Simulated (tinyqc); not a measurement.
What moves the results: linear model of a band gap against the share of exact exchange. A value that a table varies takes the place of the one given here.

E(alpha) = E0 + S alpha. A wider gap screens less, modelled in the Penn form eps(alpha) = 1 + (e0 - 1)(EP/(EP + S alpha))^2 with a scale EP chosen for the exercise. A dielectric-dependent hybrid takes alpha = 1/eps.

Inputs chosen for the exercise (of the order of those of TiO2; shifted at random, so the results belong to these values and not to a real crystal):

| symbol | value | unit | meaning |
|---|---|---|---|
| E0 | 1.94 | eV | gap of the semi-local functional |
| S | 8.94 | eV | slope dE/d(alpha) |
| e0 | 8.4 |  | optical dielectric constant at alpha = 0 |
| EP | 12.5 | eV | energy scale of the screening |
| Et | 3.25 | eV | target gap |

## Sweep of alpha

Also the exciton scale relative to alpha = 0, (m/m(0))(eps(0)/eps)^2, with a mass proportional to E + D, D = E0/2 + 0.3 eV, a k.p rule for direct gaps only.

Results:

| alpha | E (eV) | eps | alpha eps | exciton scale |
|---|---|---|---|---|
| 0.00 | 1.940 | 8.400 | 0.000 | 1.00 |
| 0.05 | 2.387 | 7.898 | 0.395 | 1.29 |
| 0.10 | 2.834 | 7.445 | 0.745 | 1.63 |
| 0.15 | 3.281 | 7.036 | 1.055 | 2.02 |
| 0.20 | 3.728 | 6.664 | 1.333 | 2.47 |
| 0.25 | 4.175 | 6.325 | 1.581 | 2.99 |
| 0.35 | 5.069 | 5.734 | 2.007 | 4.24 |
| 0.50 | 6.410 | 5.015 | 2.508 | 6.71 |

alpha eps reaches 1 between alpha = 0.1 and 0.15 (fixed point 0.141), and the target gap is met between 0.1 and 0.15. At the fixed point the gap is 3.20 eV, -0.05 eV from the target. From 0 to 0.25 the gap grows by 2.23 eV while eps falls by 25 %; the exciton scale, which takes both, grows by a factor of 2.99 (formal for an indirect gap).

## What each parameter does

Fixed point alpha = 1/eps(alpha), gap and eps there. Each row changes one parameter from the base and keeps the others.

Results:

| case | alpha | E (eV) | eps |
|---|---|---|---|
| base | 0.1407 | 3.198 | 7.109 |
| E0 = 2.134 eV | 0.1407 | 3.392 | 7.109 |
| S = 8.046 eV | 0.1381 | 3.051 | 7.241 |
| e0 = 9.24 | 0.1260 | 3.067 | 7.934 |
| EP = 11.25 eV | 0.1437 | 3.224 | 6.961 |

The largest shifts from the base row, up to three for each result and ties (the steps differ in size, so this ranks the rows, not the parameters). alpha: e0 -0.0146, EP +0.0030, S -0.0026; unchanged at the printed digits by E0. E (eV): E0 +0.194, S -0.146, e0 -0.131. eps: e0 +0.825, EP -0.148, S +0.132; unchanged at the printed digits by E0.

Computed by tinyqc, a small Python program: `OMP_NUM_THREADS=1 python tinyqc.py 1851296 1851297 out.jsonl` (the numbers bound the seed that draws the inputs); one thread of a shared host (Intel(R) Xeon(R) Processor @ 2.30GHz), about 0.01 s for the whole set of steps.
